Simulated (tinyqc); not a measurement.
Hopping conduction between localised states: one step, computed by the program tinyqc. Command: `OMP_NUM_THREADS=1 python tinyqc.py 3018403 3018404 out.jsonl hop walk`. One thread of a shared host (Intel(R) Xeon(R) Processor @ 2.30GHz), about 0.01 s of CPU time with the checks.

Energies are counted from the Fermi level. A small network shows the mechanism; the laws of an infinite system follow.

Problem. Kirchhoff solution. Site 1 is held at potential 1 and site 6 at 0; Kirchhoff's law sum_j G_ij (u_i - u_j) = 0 fixes the others; G = sum_j G_1j (1 - u_j). G_ij = G_0 exp(-s_ij).

Inputs (values chosen for the exercise, for a model amorphous semiconductor): conductance scale G_0 = 1 microsiemens; temperature T = 25 K.

Dimension: 3D.

s_ij:
```
          1         2         3         4         5         6
1   0.00000  11.83977  16.02382  20.41899  18.59869  21.69611
2  11.83977   0.00000  17.82059  17.59858  19.24805  22.67016
3  16.02382  17.82059   0.00000  21.53347  19.08898  21.88984
4  20.41899  17.59858  21.53347   0.00000  11.23925  15.28623
5  18.59869  19.24805  19.08898  11.23925   0.00000   5.33133
6  21.69611  22.67016  21.88984  15.28623   5.33133   0.00000
```

Give: potentials; conductance G; -ln(G/G_0).

Solution.

potentials: 1.000  0.996  0.956  0.002  0.000  0.000

conductance G = 4.284e-08 microsiemens

-ln(G/G_0) = 16.97
